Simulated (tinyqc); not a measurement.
# Resistance of a source-drain extension with a graded tip: two studies

y runs along the channel, the gate covers y > 0. The doping is N0 for y < y0 and N0 10^(-(y - y0)/la) beyond, uniform over the depth xj. Sheet conductance s(y) = q mu(N) max(N - Nch, 0) xj + (for y > 0) ma Cox Vo, with mu(N) = u0 + (u1 - u0)/(1 + (N/Nr)^au) and Cox = eps0 eox/tox. Current is taken as one-dimensional; depletion of the tip, spreading and the contact are left out. The metallurgical junction lies at yj, where N = Nch.

Inputs (values chosen for the exercise); mobility law close to that of holes in silicon: relative permittivity of the gate insulator (close to silicon nitride) eox = 7.58; insulator thickness tox = 4.1 nm; active doping of the extension far from the gate N0 = 3e20 cm^-3; lateral abruptness la = 1.8 nm/decade; position under the gate where the fall begins (gate edge at 0) y0 = 2.5 nm; depth of the extension xj = 29 nm; channel doping Nch = 1.5e18 cm^-3; spacer length Ls = 25 nm; gate overdrive Vo = 0.6 V; mobility of the gate-induced layer ma = 52 cm^2/(V s); mobility at low doping u1 = 470.5 cm^2/(V s); mobility at high doping u0 = 44.9 cm^2/(V s); reference doping Nr = 2.23e17 cm^-3; exponent au = 0.719; gate length Lg = 60 nm.

Constants: q = 1.602176634e-19 C, eps0 = 8.8541878128e-14 F/cm where lengths are in cm. Results are converted to the units shown.

Each table varies one quantity; the others keep the values above.

## Abruptness at a fixed junction position

R_spacer = integral of dy/s from -Ls to 0, R_ov from 0 to yj, R_channel = (Lg - 2 yj)/(ma Cox Vo), R_total = 2 R_spacer + 2 R_ov + R_channel. Electrical length L_eff = ma Cox dR_total/d(1/Vo); R_series = R_total - L_eff/(ma Cox Vo). y0 is moved with la so that yj stays at 6.6419 nm.

The same in every row: yj (nm) = 6.642; R_channel (ohm um) = 914.7.

Results:
```
la (nm/decade)	R_spacer (ohm um)	R_ov (ohm um)	R_total (ohm um)	L_eff (nm)	R_series (ohm um)
1	3.812	8.574	939.5	47.07	17.90
2.3	3.812	18.41	959.2	47.52	28.67
3.6	3.994	28.08	978.8	47.98	39.46
6.1	8.182	43.09	1017	48.83	61.25
7.4	12.46	49.12	1038	49.24	73.79
8.7	17.93	54.25	1059	49.63	87.41
10	24.41	58.69	1081	49.99	102.1
```

Estimate the missing row, la = 4.9 nm/decade.

Computed row:
```
la (nm/decade)	R_spacer (ohm um)	R_ov (ohm um)	R_total (ohm um)	L_eff (nm)	R_series (ohm um)
4.9	5.460	36.52	998.7	48.43	50.49
```

With this row back in the table: As la goes from 1 to 10 nm/decade, R_total rises from 939 to 1080 ohm um, R_spacer rises from 3.81 to 24.4 ohm um and R_ov rises from 8.57 to 58.7 ohm um. R_total changes on average by 15.7 ohm um for each nm/decade. L_eff exceeds the metallurgical length by 0.351 nm in the first row and 3.27 nm in the last, since the gate also controls the lightly doped tips.

## Effect of the gate overdrive

Same model as above.

The same in every row: yj (nm) = 6.642; R_spacer (ohm um) = 3.812.

Effect of the gate overdrive:
```
Vo (V)	R_ov (ohm um)	R_channel (ohm um)	R_total (ohm um)	L_eff (nm)	R_series (ohm um)
0.15	24.25	3659	3715	46.91	41.00
0.3	19.20	1829	1875	47.07	32.07
0.45	16.46	1220	1260	47.22	27.47
0.6	14.63	914.7	951.6	47.35	24.53
0.75	13.28	731.8	766.0	47.47	22.44
0.9	12.24	609.8	641.9	47.58	20.87
1.05	11.39	522.7	553.1	47.68	19.63
1.2	10.68	457.4	486.3	47.78	18.62
```

As Vo goes from 0.15 to 1.2, R_total falls from 3710 to 486 ohm um, L_eff rises from 46.9 to 47.8 nm and R_series falls from 41.0 to 18.6 ohm um. Both extracted quantities depend on the overdrive at which they are taken.

Program tinyqc, `OMP_NUM_THREADS=1 python tinyqc.py 2282067 2282068 out.jsonl`; Intel Xeon 2.30GHz, shared host, one thread, about 0.05 s.
